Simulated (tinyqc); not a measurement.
Straight dislocations in isotropic elasticity: fields, energies, partials, Peierls stress and walls. From one set of inputs to another, one input at a time. Computed by tinyqc, a small Python program. Command: `OMP_NUM_THREADS=1 python tinyqc.py 3025498 3025499 out.jsonl disloc ladder`. One thread of a shared host (Intel(R) Xeon(R) Processor @ 2.30GHz), about 0.01 s of CPU time with the checks.

The line runs along z, the glide plane is y = 0, and beta is the angle between b and the line (0 screw, 90 degrees edge): b_e = b sin(beta) along +x with the extra half plane at y > 0, b_s = b cos(beta). Stress is positive in tension.

The inputs printed are set A. Inputs not listed in the table keep their values of set A, so the rows need not describe a real material.

Inputs (values chosen for the exercise, for a model fcc or diamond crystal):
```
quantity                          value      unit
shear modulus G                    34.4       GPa
Poisson ratio nu                   0.39         -
Burgers vector b                  3.108  angstrom
dislocation density rho         1.3e+11     1/m^2
core radius r0/b                    0.5         -
unstable fault energy gamma_us      282    mJ/m^2
source length l                      42        nm
```

Character: 60-degree.

Constants: 1 eV/angstrom^3 = 160.2176634 GPa.

Method:
- Energy factor K = G [cos^2(beta) + sin^2(beta)/(1 - nu)].
- E = K b^2/(4 pi) ln(R/r0) with R = 1/(2 sqrt(rho)); tension T = E + d^2E/d(beta)^2 = G b^2 [1 + nu - 3 nu sin^2(beta)]/(4 pi (1 - nu)) ln(R/r0). The core energy is taken into r0.
- Misfit energy gamma(u) = (gamma_us/2)(1 - cos(2 pi u/b)), so the largest restoring stress is tau_max = pi gamma_us/b; u(x) = b/2 + (b/pi) arctan(x/zeta), zeta = K b/(4 pi tau_max). Summing the misfit energy over atomic rows a' apart gives, for a wide core, W_P = (K b^2/pi) exp(-2 pi zeta/a') and sigma_P = (K b/a') exp(-2 pi zeta/a'); a' = b/2 for edge and 30-degree lines, b sqrt(3)/2 for screw and 60-degree lines.
- Frank-Read source, averaged over the loop: tau = G b/(2 pi l) [(1 - nu/2)/(1 - nu)] ln(l/r0). Taylor hardening: tau = 0.3 G b sqrt(rho).

Each row keeps all changes above it:
```
input moved                                 from       to  Peierls stress sigma_P (MPa)  Taylor stress (MPa)  half width zeta (angstrom)
set A                                          -        -                    1.9598e+00                1.156                      4.4160
Burgers vector b (angstrom)                3.108        4                    1.0170e-01                1.488                      7.3145
unstable fault energy gamma_us (mJ/m^2)      282     1580                    5.5051e+03                1.488                      1.3055
Poisson ratio nu                            0.39    0.234                    6.8279e+03                1.488                      1.0846
dislocation density rho (1/m^2)          1.3e+11  1.2e+14                    6.8279e+03               45.220                      1.0846
source length l (nm)                          42     1200                    6.8279e+03               45.220                      1.0846
core radius r0/b                             0.5      1.5                    6.8279e+03               45.220                      1.0846
shear modulus G (GPa)                       34.4     49.1                    4.2047e+03               64.544                      1.5480
```

Peierls stress sigma_P goes from 1.96 to 4200, a factor 2150 in all. The largest single move comes from unstable fault energy gamma_us (a factor 54100), and Burgers vector b works against it (a factor 0.0519). Taylor stress goes from 1.16 to 64.5, a factor 55.8 in all. The largest single move comes from dislocation density rho (a factor 30.4). Half width zeta goes from 4.42 to 1.55, a factor 0.351 in all. The largest single move comes from unstable fault energy gamma_us (a factor 0.178), and Burgers vector b works against it (a factor 1.66). The single moves hold for this order of the switches; the total does not depend on the order.

Caution (rows unstable fault energy gamma_us, Poisson ratio nu, dislocation density rho, source length l, core radius r0/b, shear modulus G): for a core this narrow higher harmonics of the row sum matter and the wide-core formula is rough.

Extremes, crossings and ranges named in words are read from the listed rows.
